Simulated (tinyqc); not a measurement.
## MOSFET in the linear regime without short-channel effects, parameter extraction from computed curves: extraction methods against the source plus drain resistance

Inversion charge Q = Cox n Vt W0(exp((Vg - VT)/(n Vt))), W0 the Lambert function and n = nf; u = Q/Cox; mobility mu = mu0/(1 + th1 u + th2 u^2); channel resistance Rch = (L - dL)/(W mu Q); Id = Vd/(Rch + Rsd/W). Cox = eps0 eox/tox. Small Vd, no channel-length or drain effects.

From the continuous curve Id(Vg): tangent at peak gm (V_ext = Vg - Id/gm); constant current Id = 0.1 uA W/L; peak of d2Id/dVg2; Y = Id/sqrt(gm) drawn through Vg = VT + 0.6 and VT + 0.8 V, with intercept VT_Y and slope s. Mobilities gm,max L/(W Cox Vd) and s^2 L/(W Cox Vd) with the drawn L. Last column: share of Rsd/W in the total resistance at VT + 0.8 V.

Parameters, values chosen for the exercise; channel values of the order met in silicon transistors:
- T = 200 K (temperature)
- eox = 3.9 (relative permittivity of the gate insulator (close to silicon dioxide))
- tox = 5.3 nm (insulator thickness)
- mu0 = 230 cm^2/(V s) (low-field mobility)
- th1 = 0.63 1/V (first mobility attenuation factor)
- th2 = 0 1/V^2 (second mobility attenuation factor)
- VT = 0.36 V (threshold voltage)
- nf = 1.31 (body factor)
- W = 10 um (gate width)
- L = 0.048 um (drawn gate length)
- dL = 0.007 um (drawn less effective length)
- Vd = 0.025 V (drain voltage)

Constants: q = 1.602176634e-19 C, kB = 1.380649e-23 J/K, Vt = kB T/q, eps0 = 8.8541878128e-14 F/cm where lengths are in cm. Results are converted to the units shown.

Results:

| Rsd (ohm um) | V_ext (V) | constant current (V) | second derivative (V) | VT_Y (V) | mobility from gm (cm^2/(V s)) | mobility from Y (cm^2/(V s)) | series share (%) |
|---|---|---|---|---|---|---|---|
| 0 | 0.364 | 0.384 | 0.353 | 0.400 | 196 | 251 | 0 |
| 100 | 0.359 | 0.384 | 0.352 | 0.400 | 182 | 251 | 15.4 |
| 200 | 0.355 | 0.384 | 0.351 | 0.400 | 171 | 251 | 26.6 |
| 400 | 0.349 | 0.385 | 0.350 | 0.400 | 155 | 251 | 42.0 |
| 800 | 0.342 | 0.387 | 0.347 | 0.400 | 134 | 251 | 59.2 |
| 1500 | 0.335 | 0.390 | 0.343 | 0.400 | 111 | 251 | 73.1 |

Estimate the missing row, Rsd = 50 ohm um.

Computed row:

| Rsd (ohm um) | V_ext (V) | constant current (V) | second derivative (V) | VT_Y (V) | mobility from gm (cm^2/(V s)) | mobility from Y (cm^2/(V s)) | series share (%) |
|---|---|---|---|---|---|---|---|
| 50 | 0.361 | 0.384 | 0.353 | 0.400 | 188 | 251 | 8.31 |

With this row back in the table: The model has VT = 0.36 V and mu0 = 230 cm^2/(V s). Over the table the extracted thresholds move by 29 mV (tangent), 6.4 mV (constant current), 10 mV (second derivative), under 0.5 mV (Y function). The mobility from gm falls from 196 to 111 and that from Y stays near 251 cm^2/(V s). Y cancels the series resistance, which multiplies Id and sqrt(gm) by the same factor.

Program tinyqc, `OMP_NUM_THREADS=1 python tinyqc.py 2210104 2210105 out.jsonl`; Intel Xeon 2.30GHz, shared host, one thread, about 0.01 s.
